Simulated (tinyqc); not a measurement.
A particle near a wafer in liquid: double-layer and van der Waals forces (DLVO), deposition barrier and removal: one step, computed by the program tinyqc. Command: `OMP_NUM_THREADS=1 python tinyqc.py 3112267 3112268 out.jsonl dlvo walk`. One thread of a shared host (Intel(R) Xeon(R) Processor @ 2.30GHz), about 0.01 s of CPU time with the checks.

Sphere and flat wall, Derjaguin approximation, constant potentials in the linear-superposition form, no retardation and no hydration force.

Question. Barrier and secondary minimum. U(h) = Z R exp(-kappa h) - A R/(6 h); F(h) = -dU/dh = kappa Z R exp(-kappa h) - A R/(6 h^2), positive for repulsion. F = 0 reads x^2 exp(-x) = y with x = kappa h and y = A kappa/(6 Z); the left side peaks at x = 2 with 4/e^2 = 0.5413, so roots exist for smaller y: x < 2 is the barrier, x > 2 the secondary minimum.

Inputs (values chosen for the exercise, of the order of those for ceria on silica in water): particle radius R = 380 nm; Hamaker constant A = 1.5e-20 J; temperature T = 323 K.

kappa = 0.06859139 1/nm

Z = 7.533351 pN

Constants: k_B = 1.380649e-23 J/K.

Give: y; position of the barrier; barrier height; position of the secondary minimum; energy at the secondary minimum.

Answer.

y = 0.02276

position of the barrier = 2.387 nm

barrier height = 455.7 k_B T

position of the secondary minimum = 115.5 nm

energy at the secondary minimum = -1.612 k_B T

A barrier above 15 k_B T practically stops deposition.
